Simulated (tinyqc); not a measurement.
Inside a calculation. Model: thermionic emission over a Gaussian spread of barriers.

Computed by the program tinyqc: `OMP_NUM_THREADS=1 python tinyqc.py 2640067 2640068 out.jsonl`, one thread of a shared Intel Xeon 2.30GHz, about 0.01 s for the whole run. Printed values are rounded.

Metal on an n-type semiconductor with one parabolic valley; V > 0 is forward bias (metal positive). Patches of barrier height b are spread as a Gaussian with mean phi - r2 V and variance sg^2 + r3 V; each carries A* T^2 exp(-b/Vt) [exp(V/Vt) - 1].

Parameters, values chosen for the exercise; band and dielectric values close to those of 4H silicon carbide:
- T = 250 K (temperature)
- me = 0.363 m0 (electron mass)
- phi = 1.18 eV (barrier height seen from the metal)
- sg = 0.07 eV (standard deviation of the barrier heights)
- r2 = -0.065 (shift of the mean barrier per volt, with its sign reversed (rho2))
- r3 = -0.0011 V (change of sg^2 per volt (rho3))
- V = 0.19 V (bias)
- nb = 9 (barrier heights sampled)

Constants: q = 1.602176634e-19 C, kB = 1.380649e-23 J/K, h = 6.62607015e-34 J s, m0 = 9.1093837015e-31 kg, Vt = kB T/q. Results are converted to the units shown.

Range of the model: One isotropic valley is assumed; bands with several valleys have a larger Richardson constant and Nc. With sg above 3 Vt the current comes from the far tail of the Gaussian, a tiny share of the area that this model describes poorly.

## Apparent barrier, ideality and current

A* = 4 pi q me m0 kB^2/h^3 (times 1e-4 for A/(cm^2 K^2)). The mean of exp(-b/Vt) gives the apparent barrier phi_ap(V) = phi - r2 V - (sg^2 + r3 V)/(2 Vt), J = A* T^2 exp(-phi_ap/Vt) [exp(V/Vt) - 1], and 1/n = 1 + r2 + r3/(2 Vt).

A* = 43.62288 A/(cm^2 K^2)
phi_ap(0) = 1.066276 eV
phi_ap(V) = 1.083476 eV
n = 1.099541
J = 2.653618e-12 A/cm^2

## The same mean by Simpson's rule

With mean mu and deviation s at this bias, take nb equally spaced b from mu - s^2/Vt - 3.5 s to mu + s, the Gaussian density g(b) and y = g exp(-(b - mu)/Vt); the integral I of y gives phi_ap = mu - Vt ln I.

```
point    b (eV)     g (1/eV)   y (1/eV)
0      0.734885  1.196534e-9   1.995348
1      0.800629  4.594884e-7   36.22570
2      0.866374  7.021986e-5   261.7286
3      0.932118  0.004270527   752.5261
4      0.997863    0.1033568   861.0494
5      1.063607    0.9954803   392.0763
6      1.129352     3.815596   71.04758
7      1.195096     5.820070   5.123468
8      1.260841     3.532890  0.1470330
```

I = 156.3317
phi_ap = 1.083514 eV

This differs from the closed form by 0.037 meV. The integrand peaks at b = 0.998 eV among these points, below the mean of 1.19 eV: low barriers carry the current.
